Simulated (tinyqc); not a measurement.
# Frequency dispersion of an accumulation capacitance by border traps, distributed model: effect of the insulator thickness

Traps spread evenly through the insulator exchange electrons with the semiconductor by tunnelling, with tau(x) = t0 exp(2 ka x) at depth x from the interface. The admittance per area Y seen at depth x obeys dY/dx = -Y^2/(i w eps0 eox) + q Nb ln(1 + i w tau)/tau, with Y(0) = i w Cs and w = 2 pi f; the gate sees Y(tox) = G + i w C. Working variable y = Y/(i w), in uF/cm^2. Cox = eps0 eox/tox.

Cox; trap-free value 1/(1/Cox + 1/Cs); response depth d = ln(1/(w t0))/(2 ka), where w tau = 1; lumped estimate: all traps within d act as C_bt = q Nb d placed at d/2, so C = 1/{1/[1/(1/Cs + d/(2 eps0 eox)) + C_bt] + (tox - d/2)/(eps0 eox)}. C and G from a fine integration; dispersion -d C/d log10 f over C, from f times and over 1.1. For a broad spread of time constants G/w is close to -(pi/2) dC/d ln w.

Inputs (values chosen for the exercise); permittivity close to that of aluminium oxide: relative permittivity of the insulator eox = 8.08; semiconductor capacitance in accumulation Cs = 3.6 uF/cm^2; density of border traps Nb = 1.3e19 cm^-3 eV^-1; decay constant of the wave function in the insulator ka = 5.6 1/nm; time constant of a trap at the interface t0 = 2e-11 s; frequency f = 100 Hz.

Constants: q = 1.602176634e-19 C, eps0 = 8.8541878128e-14 F/cm where lengths are in cm. Results are converted to the units shown.

The same in every row: d (nm) = 1.624.

Effect of the insulator thickness:
```
tox (nm),C (uF/cm^2),G/w (uF/cm^2),dispersion (% a decade),-(pi/2) dC/d ln w (uF/cm^2),lumped C (uF/cm^2),trap-free C (uF/cm^2)
2.1,1.924,0.02292,1.771,0.02325,1.903,1.750
2.9,1.584,0.01593,1.473,0.01591,1.569,1.464
4,1.274,0.01030,1.184,0.01029,1.264,1.195
5.5,1.005,0.006418,0.9351,0.006412,0.9992,0.9555
7.6,0.7762,0.003826,0.7222,0.003824,0.7726,0.7462
11,0.5670,0.002042,0.5276,0.002041,0.5651,0.5509
15,0.4305,0.001177,0.4007,0.001177,0.4294,0.4211
20,0.3310,6.956e-4,0.3080,6.954e-4,0.3303,0.3254
```

As tox goes from 2.1 to 20, C falls from 1.92 to 0.331 uF/cm^2, the dispersion falls from 1.77 to 0.308 % a decade and G/w falls from 0.0229 to 6.96e-4 uF/cm^2. The lumped estimate is 1.1 % below C in the first row and 0.20 % below it in the last.

Computed by the program tinyqc: `OMP_NUM_THREADS=1 python tinyqc.py 2202167 2202168 out.jsonl`, one thread of a shared Intel Xeon 2.30GHz, about 0.4 s for the whole run.
